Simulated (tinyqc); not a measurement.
Effective mass of the heavy-hole band from tabulated energies: one step. The non-parabolic form. The numbers come from values chosen for the exercise (band of an eight-band Kane model near Ge).

c = hbar^2/2m0. A uniform scatter of up to 0.1 meV has been added to mimic numerical noise.
Constants: hbar^2/2m0 = 3.80998211 eV angstrom^2.

Energies along [110], from the band edge downward:

| k (1/angstrom) | E (meV) |
|---|---|
| 0.0000000 | 0.000000 |
| 0.0085000 | 0.707100 |
| 0.0170000 | 2.952100 |
| 0.0255000 | 6.525300 |
| 0.0340000 | 11.331500 |
| 0.0425000 | 17.226200 |
| 0.0510000 | 23.998900 |
| 0.0595000 | 31.490600 |
| 0.0680000 | 39.523500 |

reference mass (curvature of the model at k = 0.0001 1/angstrom) = 0.3760606 m0

Task: E (1 + alpha E) = c k^2/m means that y = c k^2/E is a straight line in E with intercept m and slope m alpha. Fit the line by unweighted least squares over points 1 to 8, E in eV.

Give: y; m; alpha.

Result:

y (m0): 0.38930  0.37298  0.37967  0.38868  0.39949  0.41293  0.42833  0.44574

m = 0.37326 m0
alpha = 4.628 1/eV

The intercept errs by -0.74 %. The scatter of the first points, divided by small energies, tilts an unweighted line. For this band the scale of alpha is set by Dso = 0.295 eV as well as by the gap.

Run: tinyqc, `OMP_NUM_THREADS=1 python tinyqc.py 1850305 1850306 out.jsonl`; Intel(R) Xeon(R) Processor @ 2.30GHz, one thread, shared host; about 0.01 s of CPU time with all checks.
